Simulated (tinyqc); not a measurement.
Which lattice a d-band metal prefers: Slater-Koster d bands of a bcc metal.

Slater-Koster d bands. For a bond with direction cosines (l, m, n) the 5 x 5 block is dds Ps + ddp Pp + ddd (1 - Ps - Pp), the projectors on sigma, pi and delta states about the bond; for instance <xy|xy> = 3 l^2 m^2 dds + (l^2 + m^2 - 4 l^2 m^2) ddp + (n^2 + l^2 m^2) ddd, <xy|yz> = 3 l m^2 n dds + l n (1 - 4 m^2) ddp + l n (m^2 - 1) ddd and <3z2-r2|3z2-r2> = (n^2 - (l^2 + m^2)/2)^2 dds + 3 n^2 (l^2 + m^2) ddp + (3/4)(l^2 + m^2)^2 ddd. H(k) sums the blocks times cos(k.R) over the neighbours; the d level is the zero of energy; k in 2 pi/a.

Mesh: k = f1 b1 + f2 b2 + f3 b3 with fractions (j + 1/2)/N, j = 0 to N - 1, and b = (-1,1,1), (1,-1,1), (1,1,-1) for fcc, (0,1,1), (1,0,1), (1,1,0) for bcc, unit vectors for simple cubic. The lowest Nd/10 of all levels are filled with two electrons each; the bond energy is their sum per atom.

Parameters, chosen for this exercise (of the size met in W; shifted at random, so the results belong to these values and not to a real crystal):
```
symbol  value   unit  meaning
dds     -1.553  eV    dd sigma
ddp     0.792   eV    dd pi
ddd     -0.248  eV    dd delta
f2      0.487         factor on all three integrals for second neighbours
N       8             mesh
```

fcc has twelve neighbours, bcc eight and six (the six times f2), simple cubic six. The integrals of bcc and sc are scaled so that all three have the second moment of fcc, which stands for equal repulsion (structural energy difference theorem). s and p electrons are left out.

Bond energy per atom:
```
Nd  fcc (eV)  bcc - fcc (meV)  sc - fcc (meV)
1     -4.823              322            -369
2     -8.365              195            -169
3    -10.999             -252             293
4    -12.746             -592             926
5    -13.270              -54            1053
6    -12.529              527             709
7    -10.664              561             -43
8     -7.991              238            -543
9     -4.408             -229            -784
```

scale factors: bcc 1.1285, sc 1.4142

mu3/mu2^1.5: fcc -0.110, bcc -0.107, sc 0.000

mu4/mu2^2: fcc 1.780, bcc 1.686, sc 2.521

largest change of a difference when N is raised to 14 = 81 meV

fcc is lowest for Nd = 6. bcc is lowest for Nd = 3, 4 and 5. sc is lowest for Nd = 1, 2, 7, 8 and 9. bcc gains most on fcc at Nd = 4 (-592 meV). A small fourth moment marks a two-peaked band, which tends to favour fillings near one half; bcc has -5 % against fcc, and at Nd = 5 it lies -54 meV from fcc (differences of a few tens of meV are within the error of the mesh; hcp is left out, and this d-only model can miss the lattice of the real metal). The third moments, from three-membered rings, skew the bands. That simple cubic wins anywhere comes from keeping d bands and equal second moments alone; no transition metal takes it. Differences below about 81 meV are within the error of this mesh, and the s and p electrons left out weigh most where the d band is nearly empty or full.

Computed by tinyqc, a small Python program: `OMP_NUM_THREADS=1 python tinyqc.py 1452742 1452743 out.jsonl` (the numbers bound the seed that draws the inputs); one thread of a shared host (Intel(R) Xeon(R) Processor @ 2.30GHz), about 0.07 s for the whole set of steps.
